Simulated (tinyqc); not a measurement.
Comparisons within one model: valley splitting of a silicon quantum well in envelope theory. A value that a table varies takes the place of the one given here.

The well lies at 0 < z < L; U(z) = V0 [1/(1 + exp(z/w)) + 1/(1 + exp((L - z)/w))] - e F z, 1 mV/nm = 1e-4 eV/angstrom. The envelope psi solves -(c/ml) psi'' + U psi = E psi, c = hbar^2/2m0, by three-point differences on a grid of 0.1 angstrom from -40 to L + 40 angstrom. The two valleys at +/- k0 couple through D = C0 times the integral of exp(-i q z) U(z) psi^2, q = 2 k0 (2 pi/a), and split by Ev = 2|D|.

Random alloy: with Y(z) = Yw + (Yb - Yw) B(z), B the bracket in U, and in-plane density exp(-r^2/ad^2)/(pi ad^2), D gains a random complex part of variance sigma^2 = (C0^2/pi)(a^2 V0/(8 ad (Yb - Yw)))^2 (4/a) times the integral of psi^4 Y (1 - Y). Alone it gives a mean splitting sqrt(pi) sigma; together with the smooth part the rms splitting is 2 sqrt(|D|^2 + sigma^2).

Constants: hbar^2/2m0 = 3.80998211 eV angstrom^2.

Values chosen for the exercise (near those of a strained Si well in SiGe; shifted at random, so the results belong to these values and not to a real crystal): L = 64 angstrom (well width); V0 = 0.19 eV (conduction offset); ml = 0.93 m0 (mass along z); F = 12.3 mV/nm (field pressing towards the upper interface); k0 = 0.84 2 pi/a (valley position); a = 5.431 angstrom (lattice constant); C0 = 0.237 (Bloch overlap factor); Yb = 0.29 (Ge share of the barrier); Yw = 0 (Ge share of the well); ad = 140 angstrom (dot radius); ws = (0.3, 0.6, 1, 1.4, 1.9, 3.1, 4.6) angstrom (interface widths); Ls = (64, 65.4, 66.7, 68.1, 69.4, 70.8, 72.1, 73.5) angstrom (widths in steps of one atomic layer, a/4, rounded to the grid); F2 = 1 mV/nm (second field, zero or weak); w1 = 0.8 angstrom (interface width for this table); w = 1 angstrom (interface width parameter).

## Sharpness of the interface

The smooth part 2|D| and the disorder part against w, beside y/sinh(y) with y = pi q w. The 12 to 88 % width of the step is 4w.

Results:

| w (angstrom) | 4w (angstrom) | 2\|D\| (micro-eV) | y/sinh(y) | sqrt(pi) sigma (micro-eV) |
|---|---|---|---|---|
| 0.3 | 1.2 | 181.80 | 0.60 | 12.8 |
| 0.6 | 2.4 | 57.96 | 0.19 | 14.3 |
| 1.0 | 4.0 | 8.72 | 0.027 | 17.1 |
| 1.4 | 5.6 | 1.12 | 0.0033 | 20.4 |
| 1.9 | 7.6 | 0.08 | 0.00021 | 24.8 |
| 3.1 | 12.4 | 0.00 | 2.3e-07 | 35.3 |
| 4.6 | 18.4 | 0.00 | 3.6e-11 | 48.4 |

The smooth part needs a Fourier component of U psi^2 at a wavelength of 3.23 angstrom; from the first row to the third it falls by a factor 20.9, while y/sinh(y) falls by 22.1 (the envelope near the step and the phase between the two interfaces change too). The disorder part goes from 12.8 to 48.4 micro-eV, growing as the electron overlaps more alloy. It takes over between w = 0.6 and 1 angstrom, that is a step 2.4 to 4.0 angstrom wide, with 1.36 angstrom to an atomic layer.

## Adding atomic layers

The smooth splitting Ev = 2|D| with w = w1, at the field F2 and at F.

Results:

| L (angstrom) | q L mod 2 pi | Ev at F2 (micro-eV) | Ev at F (micro-eV) |
|---|---|---|---|
| 64.0 | 5.01 | 7.73 | 23.2 |
| 65.4 | 1.45 | 2.78 | 23.0 |
| 66.7 | 3.98 | 5.83 | 23.1 |
| 68.1 | 0.41 | 4.99 | 23.0 |
| 69.4 | 2.94 | 3.18 | 23.0 |
| 70.8 | 5.66 | 5.86 | 23.0 |
| 72.1 | 1.90 | 1.86 | 23.0 |
| 73.5 | 4.63 | 5.28 | 23.0 |

At F2 the splitting swings between 1.86 and 7.73 micro-eV, a ratio of 4.15, as the two interfaces add with the phase q L, which advances on average by 2.64 rad a layer. At F the ratio is 1.01, where in the first row psi^2 at the upper interface is 234 times that at the lower one: one interface dominates and the interference fades.

## What each parameter does

Orbital spacing, psi^2 at z = L, the smooth splitting and sigma; V0 is held fixed when Yw changes. Each row changes one parameter from the base and keeps the others.

Results:

| case | E2 - E1 (meV) | psi^2(L) (1e-3/angstrom) | 2\|D\| (micro-eV) | sigma (micro-eV) |
|---|---|---|---|---|
| base | 33.59 | 5.816 | 8.72 | 9.7 |
| ad = 180 angstrom | 33.59 | 5.816 | 8.72 | 7.5 |
| Yw = 0.03 | 33.59 | 5.816 | 8.72 | 63.4 |
| L = 70 angstrom | 32.59 | 5.795 | 8.67 | 9.6 |
| V0 = 0.237 eV | 33.98 | 4.508 | 8.73 | 9.7 |
| w = 0.7 angstrom | 33.52 | 6.116 | 37.01 | 8.5 |
| F = 18.45 mV/nm | 41.88 | 8.822 | 13.22 | 14.5 |
| k0 = 0.82 2 pi/a | 33.59 | 5.816 | 10.01 | 9.7 |
| C0 = 0.284 | 33.59 | 5.816 | 10.45 | 11.6 |

The largest shifts from the base row, up to three for each result and ties (the steps differ in size, so this ranks the rows, not the parameters). E2 - E1 (meV): F +8.30, L -0.99, V0 +0.40; unchanged at the printed digits by ad, Yw, k0 and C0. psi^2(L) (1e-3/angstrom): F +3.006, V0 -1.308, w +0.300; unchanged at the printed digits by ad, Yw, k0 and C0. 2|D| (micro-eV): w +28.29, F +4.50, C0 +1.73; unchanged at the printed digits by ad and Yw. sigma (micro-eV): Yw +53.8, F +4.8, ad -2.1; unchanged at the printed digits by V0 and k0.

tinyqc: `OMP_NUM_THREADS=1 python tinyqc.py 1250920 1250921 out.jsonl`; about 0.1 s, one thread, shared Intel(R) Xeon(R) Processor @ 2.30GHz.
